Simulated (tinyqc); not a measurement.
Power iteration on a symmetric matrix, step by step. Computed by tinyqc, a small Python program that keeps every step. Settings: method = power, shift = 1.83. Command: `OMP_NUM_THREADS=1 python tinyqc.py 25825 25826 out.jsonl` (the two numbers bound the seeds that draw the settings). One thread of a shared host (Intel(R) Xeon(R) Processor @ 2.60GHz), about 0.01 s of CPU time with the checks.

## Step 1

A:
```
           1          2          3          4          5          6
1   0.270000   1.142000   1.368000  -0.359000  -0.232000  -0.581000
2   1.142000   0.397000   1.022000  -1.248000  -0.784000  -0.240000
3   1.368000   1.022000   1.886000  -0.090000   0.641000   0.278000
4  -0.359000  -1.248000  -0.090000   2.495000  -0.125000   0.777000
5  -0.232000  -0.784000   0.641000  -0.125000   3.284000  -1.305000
6  -0.581000  -0.240000   0.278000   0.777000  -1.305000   4.278000
```

vector v at the start: 0.408248  0.408248  0.408248  0.408248  0.408248  0.408248

shift = 1.830000

w = (A - shift) v; v' = w/|w| with its largest component positive (the first on a tie); lambda = v'^T A v'.

vector after step 1: -0.056731  -0.393793  0.836906  -0.097107  -0.089696  0.351884

Rayleigh quotient after step 1 = 1.252350

## Step 2

As before.

vector after step 2: 0.289995  0.667729  -0.175453  0.299882  0.128286  0.576948

Rayleigh quotient after step 2 = 0.921055

## Step 3

As before.

vector after step 3: 0.154029  0.542764  -0.491732  0.110968  0.500219  -0.421128

Rayleigh quotient after step 3 = 1.462679

## Course of the iteration

Stop when the residual |A v - lambda v| is below 1e-9.

Steps:

| step | lambda | residual |
|---|---|---|
| 1 | 1.25234980 | 2.11e+00 |
| 2 | 0.92105486 | 2.45e+00 |
| 3 | 1.46267856 | 2.86e+00 |
| 4 | 2.42554957 | 3.05e+00 |
| 5 | 3.42613104 | 2.89e+00 |
| 6 | 4.21831056 | 2.46e+00 |
| 7 | 4.74091195 | 1.96e+00 |
| 8 | 5.05022198 | 1.51e+00 |
| 9 | 5.22376939 | 1.15e+00 |
| 10 | 5.31930232 | 8.65e-01 |
| 11 | 5.37188108 | 6.54e-01 |
| 12 | 5.40108585 | 4.97e-01 |
| 13 | 5.41752077 | 3.79e-01 |
| 14 | 5.42689894 | 2.91e-01 |
| 15 | 5.43232114 | 2.24e-01 |
| 16 | 5.43549277 | 1.73e-01 |
| 17 | 5.43736631 | 1.34e-01 |
| 18 | 5.43848204 | 1.04e-01 |
| 19 | 5.43915080 | 8.11e-02 |
| 20 | 5.43955371 | 6.32e-02 |
| 21 | 5.43979744 | 4.93e-02 |
| 22 | 5.43994532 | 3.85e-02 |
| 23 | 5.44003526 | 3.01e-02 |
| 24 | 5.44009006 | 2.35e-02 |
| 25 | 5.44012350 | 1.84e-02 |
| 26 | 5.44014392 | 1.44e-02 |
| 27 | 5.44015641 | 1.13e-02 |
| 28 | 5.44016404 | 8.81e-03 |
| 29 | 5.44016871 | 6.89e-03 |
| 30 | 5.44017157 | 5.39e-03 |

all eigenvalues, for comparison: -0.995902  -0.616749  1.903559  2.978503  3.900413  5.440176

Not converged in 30 steps: the residual falls only by the ratio of the two largest distances of eigenvalues from the shift, 0.78 a step.
